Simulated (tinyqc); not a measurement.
From results back to parameters: Koster-Slater impurity in an sp3s* host.

Problem. In the Koster-Slater model a defect shifts the s level of its site by Vs and the p levels by Vp; an A1 level solves 1/Vs = G_s(E) and a T2 level 1/Vp = G_p(E), E from the top of the valence band. A defect has an A1 level at E = 0.5819 eV, one of the energies of the table, and a T2 level at 1.7458 eV.

G(E) of the host (1/eV):
```
E (eV)         G_s         G_p
0.0000  -0.0033643   0.0927852
0.2910  -0.0084697   0.0451880
0.5819  -0.0136988   0.0177934
0.8729  -0.0191972  -0.0049789
1.1639  -0.0251006  -0.0268206
1.4548  -0.0315723  -0.0506953
1.7458  -0.0388456  -0.0815288
2.0368  -0.0473460  -0.1349710
2.3277  -0.0589920  -0.4885737
```

Find: Vs, Vp.

Solution. Read G_s and G_p at the two energies and invert them. Vs is attractive and pulls its level down from the conduction bands. Vp is attractive and pulls its level down from the conduction bands.

Vs, Vp (eV): -73.0  -12.3

Computed by tinyqc, a small Python program: `OMP_NUM_THREADS=1 python tinyqc.py 1480883 1480884 out.jsonl` (the numbers bound the seed that draws the inputs); one thread of a shared host (Intel(R) Xeon(R) Processor @ 2.30GHz), about 0.04 s for the whole set of steps.
